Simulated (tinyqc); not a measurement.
Configuration-coordinate model of a defect: Huang-Rhys factor and luminescence line shape: one step, computed by the program tinyqc.

Ground state E_g(Q) = (1/2) omega_g^2 Q^2; excited state E_e(Q) = E_0 + (1/2) omega_e^2 (Q - dQ)^2 with omega_e = omega_g and E_0 = E_ZPL. Q is mass-weighted; the dipole does not depend on Q (Condon approximation).

Task: Huang-Rhys factors and vertical energies. S = hbar omega dQ^2/(2 hbar^2/u) for each state; relaxation energy S hbar omega; absorption at E_0 + S_e hbar omega_e, emission at E_0 - S_g hbar omega_g; the Stokes shift is their difference.

Inputs (values chosen for the exercise, for a model defect): zero-phonon energy E_ZPL = 0.832 eV; displacement dQ = 0.8 u^(1/2) angstrom; ground-state phonon hbar omega_g = 15.4 meV.

Modes: equal frequencies in both states.

Constants: hbar^2/u = 4.18015928e-03 eV angstrom^2.

Give: S_g; S_e; relaxation energy, ground state; relaxation energy, excited state; vertical absorption energy; vertical emission energy; Stokes shift.

Result:

S_g = 1.1789

S_e = 1.1789

relaxation energy, ground state = 0.018155 eV

relaxation energy, excited state = 0.018155 eV

vertical absorption energy = 0.85016 eV

vertical emission energy = 0.81384 eV

Stokes shift = 0.036310 eV

The coupling is intermediate: phonon replicas can be resolved beside the zero-phonon line.
